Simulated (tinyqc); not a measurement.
Inside a calculation. Method: Hueckel theory of the pi electrons with the omega technique, for the molecule c1ccc(-c2ccccc2)cc1 (SMILES; centres numbered as the heavy atoms are written). One step of it, computed by the program tinyqc.

Question. Energy, charges, bond orders. E = sum n x; q_r = z_r - P_rr; bond order p = P_rs; free valence = sqrt(3) - sum of p over the bonds of the atom.

x values: [2.278414, 1.891220, 1.317431, 1.000000, 1.000000, 0.704624, -0.704624, -1.000000, -1.000000, -1.317431, -1.891220, -2.278414]

occupations: [2.000000, 2.000000, 2.000000, 2.000000, 2.000000, 2.000000, 0.000000, 0.000000, 0.000000, 0.000000, 0.000000, 0.000000]

charge and bond-order matrix P:
```
            1C         2C         3C         4C         5C         6C         7C         8C
1C    1.000000   0.660128   0.000000  -0.306900   0.000000   0.112086   0.000000  -0.095646
2C    0.660128   1.000000   0.676614   0.000000  -0.041365   0.000000   0.008220   0.000000
3C    0.000000   0.676614   1.000000   0.618763   0.000000  -0.145230   0.000000   0.112086
4C   -0.306900   0.000000   0.618763   1.000000   0.369667   0.000000  -0.041365   0.000000
5C    0.000000  -0.041365   0.000000   0.369667   1.000000   0.618763   0.000000  -0.306900
6C    0.112086   0.000000  -0.145230   0.000000   0.618763   1.000000   0.676614   0.000000
7C    0.000000   0.008220   0.000000  -0.041365   0.000000   0.676614   1.000000   0.660128
8C   -0.095646   0.000000   0.112086   0.000000  -0.306900   0.000000   0.660128   1.000000
9C    0.000000   0.008220   0.000000  -0.041365   0.000000  -0.323386   0.000000   0.660128
10C   0.112086   0.000000  -0.145230   0.000000   0.618763   0.000000  -0.323386   0.000000
11C   0.000000  -0.323386   0.000000   0.618763   0.000000  -0.145230   0.000000   0.112086
12C   0.660128   0.000000  -0.323386   0.000000  -0.041365   0.000000   0.008220   0.000000

            9C        10C        11C        12C
1C    0.000000   0.112086   0.000000   0.660128
2C    0.008220   0.000000  -0.323386   0.000000
3C    0.000000  -0.145230   0.000000  -0.323386
4C   -0.041365   0.000000   0.618763   0.000000
5C    0.000000   0.618763   0.000000  -0.041365
6C   -0.323386   0.000000  -0.145230   0.000000
7C    0.000000  -0.323386   0.000000   0.008220
8C    0.660128   0.000000   0.112086   0.000000
9C    1.000000   0.676614   0.000000   0.008220
10C   0.676614   1.000000  -0.145230   0.000000
11C   0.000000  -0.145230   1.000000   0.676614
12C   0.008220   0.000000   0.676614   1.000000
```

Centres:
```
centre  z_r, pi electrons of the neutral centre         h
1C                                            1  0.000000
2C                                            1  0.000000
3C                                            1  0.000000
4C                                            1  0.000000
5C                                            1  0.000000
6C                                            1  0.000000
7C                                            1  0.000000
8C                                            1  0.000000
9C                                            1  0.000000
10C                                           1  0.000000
11C                                           1  0.000000
12C                                           1  0.000000
```

Bonds:
```
i    j  k
1    2  1
2    3  1
3    4  1
4    5  1
5    6  1
6    7  1
7    8  1
8    9  1
9   10  1
4   11  1
11  12  1
12   1  1
10   5  1
```

Give: pi energy = 12 alpha + this times beta; pi charges; Bond orders and lengths from R = 1.517 - 0.180 p; free valence of the carbons; gap between the highest filled and the next level.

Answer.

pi energy = 12 alpha + this times beta = 16.3834

pi charges: 1C 0.0000, 2C 0.0000, 3C 0.0000, 4C 0.0000, 5C 0.0000, 6C 0.0000, 7C 0.0000, 8C 0.0000, 9C 0.0000, 10C 0.0000, 11C 0.0000, 12C 0.0000

Bond orders and lengths from R = 1.517 - 0.180 p (angstrom, C-C alone):
```
bond        p       R
1-2    0.6601  1.3982
2-3    0.6766  1.3952
3-4    0.6188  1.4056
4-5    0.3697  1.4505
5-6    0.6188  1.4056
6-7    0.6766  1.3952
7-8    0.6601  1.3982
8-9    0.6601  1.3982
9-10   0.6766  1.3952
4-11   0.6188  1.4056
11-12  0.6766  1.3952
12-1   0.6601  1.3982
10-5   0.6188  1.4056
```

free valence of the carbons: 1C 0.4118, 2C 0.3953, 3C 0.4367, 4C 0.1249, 5C 0.1249, 6C 0.4367, 7C 0.3953, 8C 0.4118, 9C 0.3953, 10C 0.4367, 11C 0.4367, 12C 0.3953

gap between the highest filled and the next level = 1.4092 |beta|
